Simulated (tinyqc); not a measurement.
Propagation of a band-gap error through k.p and effective-mass formulas, step by step. Values are carried at full precision from step to step, so a last printed digit may differ when a step is redone from the rounded ones.

Chain, for a gap E (the reference Eg or another value), with Ep and Dso kept: 1/me = 1 + Ep (E + 2 Dso/3)/(E (E + Dso)); g* = 2 - 2 Ep Dso/(3 E (E + Dso)); g1(E) = g1 + (Ep/3)(1/E - 1/Eg), g2(E) = g2 + (Ep/6)(1/E - 1/Eg), light hole 1/(g1 + 2 g2), heavy hole 1/(g1 - 2 g2) along [100]; optical constant ei(E) = 1 + (ei - 1)(EP/(EP + E - Eg))^2, static e0(E) = ei(E) + e0 - ei.

Constants: Ry = 13.60569312 eV; a0 (Bohr radius) = 0.5291772105 angstrom; kB = 8.617333262e-05 eV/K; hbar^2/2m0 = 3.80998211 eV angstrom^2.

Parameters, chosen for this exercise (reference values near those of CdTe, gap at low temperature; not measured data): Eg = 1.612 eV (gap at Gamma to the s-like level); Dso = 0.9 eV (spin-orbit splitting); Ep = 19.1 eV (Kane energy); g1 = 5.29 (Luttinger gamma1); g2 = 1.7 (gamma2); e0 = 10.23 (static dielectric constant); ei = 7.08 (optical dielectric constant); EP = 5.33 eV (mean (Penn) gap); Eg2 = 0.58 eV (a wrong gap, of the size a semi-local functional can give); mh = 0.44 m0 (density-of-states mass of the holes); T = 400 K (temperature); k = 0.04 1/angstrom (wave vector).

## Masses, g factor and screening for both gaps

Evaluate the chain at Eg and at Eg2.

Band values at the two gaps:
```
quantity      at Eg   at Eg2  ratio
me          0.08746  0.03669  0.419
g*          -0.8301   -11.35      -
g1            5.290    12.32  2.328
g2            1.700    5.214  3.067
light hole   0.1151  0.04397  0.382
heavy hole   0.5291   0.5291  1.000
ei            7.080    10.35  1.462
e0            10.23    13.50  1.320
```

The gap is off by a factor of 0.36; the electron mass follows with 0.42 and the light hole with 0.38, while the heavy hole, which does not couple to the conduction level, keeps its value. The optical constant changes less, by +46 %, as it answers to the mean gap, which shifts by the same -1.03 eV on a base of 5.33 eV. g* moves by -10.52; remote bands, left out here, shift it by tenths or, where it is large, by some per cent.

## Binding energies and densities for both gaps

Donor: R = Ry me/e0^2, a_B = a0 e0/me, Mott density (0.26/a_B)^3. Nc, Nv = 2 (m kT/(4 pi c))^(3/2), c = hbar^2/2m0, ni = sqrt(Nc Nv) exp(-E/2kT). Exciton: Ry mu/e0^2 with 1/mu = 1/me + g1(E). 1 angstrom^-3 = 1e24 cm^-3.

Use the values of the table.

Results:
```
quantity                  at Eg     at Eg2     ratio
R (meV)                   11.37      2.739     0.241
a_B (angstrom)            61.90      194.7      3.15
Mott density (cm^-3)  7.412e+16  2.381e+15    0.0321
Nc (cm^-3)            9.993e+17  2.715e+17     0.272
ni (cm^-3)            2.348e+08  3.883e+14  1.65e+06
exciton (meV)             7.774      1.886     0.243
```

Power laws carry the error on: the donor energy (me/e0^2) by a factor of 0.241, the Mott density (cube of me/e0) by 0.0321. ni, with its exponential, changes by a factor of 1.65e+06, that is 6.2 decades.

## A scissor shift and what it does not mend

A rigid shift D = Eg - Eg2 of the conduction band restores the gap but leaves the curvature, so the mass stays me(Eg2); redoing the sum 1/m = 1 + Ep (E + 2 Dso/3)/(E (E + Dso)) with E = Eg and the same Ep gives another mass. For optics, eps2 at the edge goes as |p|^2/E^2: a rigid shift keeps the dipole elements p/E, while shifting the energies under unchanged p scales eps2 by (Eg2/Eg)^2.

shift D = 1.032 eV
mass under a rigid shift = 0.0367 m0
mass from the sum with the corrected gap = 0.0875 m0
factor on eps2 if p is left unscaled = 0.129

The rigid shift leaves the mass off by a factor of 0.42. The mass from the corrected gap is the reference me(Eg) here, because the exercise keeps Ep fixed; a real correction of the gap depends on k and changes Ep as well.

## Far from the edge the relative error shrinks

Two-level dispersion E(k) = sqrt(E^2/4 + Ep c k^2) - E/2 at k/4, k, 4k for both gaps, c = hbar^2/2m0.

Energies above the edge:
```
k (1/angstrom)  at Eg (eV)  at Eg2 (eV)  ratio
0.01000             0.0045       0.0123  2.729
0.04000             0.0693       0.1578  2.279
0.16000             0.7791       1.1054  1.419
```

The ratio tends to Eg/Eg2 = 2.78 at k = 0 and goes from 2.729 to 1.419: at large k both curves approach the same slope sqrt(Ep c), while their distance in eV grows towards |Eg - Eg2|/2.

## Checks

- Chain at E = Eg against the inputs g1, g2, ei, e0: they agree to 1e-10 or better.

Program tinyqc; command `OMP_NUM_THREADS=1 python tinyqc.py 1880026 1880027 out.jsonl`; about 0.01 s on one thread of a shared Intel(R) Xeon(R) Processor @ 2.30GHz.
